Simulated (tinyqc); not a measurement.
Inside a calculation. Method: Born-Oppenheimer dynamics on the LDA (VWN5)/sto-3g surface (energies and gradients from PySCF), for H2, spin multiplicity 1. Computed by tinyqc, a small Python program that keeps every step (integrals from PySCF). Settings: charge = 0, multiplicity = 1, basis = sto-3g, functional = lda,vwn, time step (fs) = 0.2, steps = 24. Command: `OMP_NUM_THREADS=1 python tinyqc.py 25430 25431 out.jsonl` (the two numbers bound the seeds that draw the settings). One thread of a shared host (Intel(R) Xeon(R) Processor @ 2.60GHz), about 2 s of CPU time with the checks.

## Velocity Verlet step 1

positions (bohr):
```
,x,y,z
1H,0.000000,0.000000,0.000000
2H,0.000000,0.000000,1.551465
```

velocities (bohr per atomic time unit):
```
,x,y,z
1H,-0.000002500,-0.000075500,0.000036000
2H,0.000002500,0.000075500,-0.000036000
```

gradient (hartree/bohr):
```
,x,y,z
1H,0.00000000,0.00000000,-0.05877091
2H,0.00000000,0.00000000,0.05877091
```

masses (electron masses): 1H 1837.152588, 2H 1837.152588

gradient after step 1 (hartree/bohr):
```
,x,y,z
1H,-0.00000155,-0.00004675,-0.05798979
2H,0.00000155,0.00004675,0.05798979
```

dt = 0.2 fs = 8.2683 atomic units; x' = x + v dt - g dt^2 / (2m); after the new gradient g', v' = v - (g + g') dt / (2m).

positions after step 1 (bohr):
```
,x,y,z
1H,-0.000021,-0.000624,0.001391
2H,0.000021,0.000624,1.550074
```

velocities after step 1 (bohr per atomic time unit):
```
,x,y,z
1H,-0.000002497,-0.000075395,0.000298746
2H,0.000002497,0.000075395,-0.000298746
```

## Velocity Verlet step 2

gradient after step 2 (hartree/bohr):
```
,x,y,z
1H,-0.00000300,-0.00009052,-0.05596402
2H,0.00000300,0.00009052,0.05596402
```

As before.

positions after step 2 (bohr):
```
,x,y,z
1H,-0.000041,-0.001247,0.004940
2H,0.000041,0.001247,1.546525
```

velocities after step 2 (bohr per atomic time unit):
```
,x,y,z
1H,-0.000002486,-0.000075086,0.000555176
2H,0.000002486,0.000075086,-0.000555176
```

## Energy conservation

The total energy should stay constant up to terms of order dt^2; the step counts as short enough if it moves by less than 2 % of the largest kinetic energy.

Trajectory:
```
time (fs),1H-2H (angstrom),potential (hartree),kinetic (hartree),total (hartree)
0.000000,0.821000,-1.11611826,0.00001286,-1.11610539
0.200000,0.819528,-1.11628066,0.00017442,-1.11610624
0.400000,0.815773,-1.11668503,0.00057662,-1.11610842
0.600000,0.809814,-1.11729669,0.00118480,-1.11611188
0.800000,0.801782,-1.11806068,0.00194413,-1.11611655
1.000000,0.791861,-1.11890365,0.00278141,-1.11612224
1.200000,0.780291,-1.11973712,0.00360848,-1.11612864
1.400000,0.767372,-1.12046320,0.00432798,-1.11613522
1.600000,0.753466,-1.12098338,0.00484217,-1.11614121
1.800000,0.738995,-1.12121098,0.00506539,-1.11614560
2.000000,0.724442,-1.12108701,0.00493976,-1.11614724
2.200000,0.710336,-1.12059738,0.00445226,-1.11614512
2.400000,0.697239,-1.11978769,0.00364895,-1.11613874
2.600000,0.685720,-1.11876925,0.00264068,-1.11612857
2.800000,0.676316,-1.11770992,0.00159356,-1.11611636
3.000000,0.669499,-1.11680620,0.00070130,-1.11610490
3.200000,0.665625,-1.11623975,0.00014247,-1.11609728
3.400000,0.664906,-1.11613024,0.00003446,-1.11609578
3.600000,0.667381,-1.11650127,0.00040043,-1.11610084
3.800000,0.672913,-1.11727346,0.00116253,-1.11611093
4.000000,0.681209,-1.11828751,0.00216432,-1.11612320
4.200000,0.691843,-1.11934763,0.00321306,-1.11613457
4.400000,0.704301,-1.12026854,0.00412576,-1.11614278
4.600000,0.718025,-1.12091134,0.00476453,-1.11614680
4.800000,0.732445,-1.12120092,0.00505417,-1.11614674
```

The total energy moves within 5.1e-05 hartree, under 2 % of the largest kinetic energy.
